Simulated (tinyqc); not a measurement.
Undoped gate-all-around wire MOSFET, analytic charge model: two steps of the calculation.

An undoped round wire of radius R under an insulator shell and a surrounding gate; long channel, electrons only, n = ni exp((psi - V)/Vt) with V the quasi-Fermi potential (0 at the source, Vd at the drain), constant mobility, no quantisation. The radial Poisson equation gives n(r) = n(0)/(1 - (1 - b) r^2/R^2)^2 with b = Q0/(Q + Q0). Q is the electron charge per area of the wire surface.

Inputs (values chosen for the exercise); material values close to those of gallium arsenide: temperature T = 250 K; band gap Eg = 1.41 eV; relative permittivity of the semiconductor eps_r = 13; conduction-band density of states at T Nc = 3.37e17 cm^-3; valence-band density of states at T Nv = 6.88e18 cm^-3; relative permittivity of the gate insulator eox = 3.76; insulator thickness tox = 3.5 nm; wire radius R = 3 nm; gate work function less that of the intrinsic body dphi = 0.23 V; gate voltage Vg = 0.82 V.

Constants: q = 1.602176634e-19 C, kB = 1.380649e-23 J/K, Vt = kB T/q, eps0 = 8.8541878128e-14 F/cm where lengths are in cm. Results are converted to the units shown.

Problem 1. Constants of the wire. ni = sqrt(Nc Nv) exp(-Eg/(2 Vt)), Eg in volts; Cox = eps0 eox/(R ln(1 + tox/R)); Q0 = 4 eps0 eps_r Vt/R; V0 = dphi + Vt ln[8 eps0 eps_r Vt/(q ni R^2)].

Give: ni; Cox; Q0; V0.

Solution 1.

ni = 9341.9 cm^-3
Cox = 1.4353 uF/cm^2
Q0 = 330.63 nC/cm^2
V0 = 0.98242 V

Problem 2. Charge at the source by Newton steps in y = ln(Q/Q0). With V = 0 and Q = Q0 exp(y): f = Q/Cox + Vt y + Vt ln(1 + Q/Q0) - (Vg - V0); df/dy = Q/Cox + Vt (1 + Q/(Q + Q0)); y(new) = y - f/(df/dy).

y after iteration 1 = -0.26370071
Cox = 1.4352553 uF/cm^2
Q0 = 330.63111 nC/cm^2
V0 = 0.98241939 V

Give: Q; f; df/dy; y after iteration 2.

Solution 2.

Q = 254.0 nC/cm^2
f = 0.3460 V
df/dy = 0.2079 V
y after iteration 2 = -1.928

tinyqc, about 0.02 s, one thread, Intel Xeon 2.30GHz (shared host): `OMP_NUM_THREADS=1 python tinyqc.py 2460081 2460082 out.jsonl`
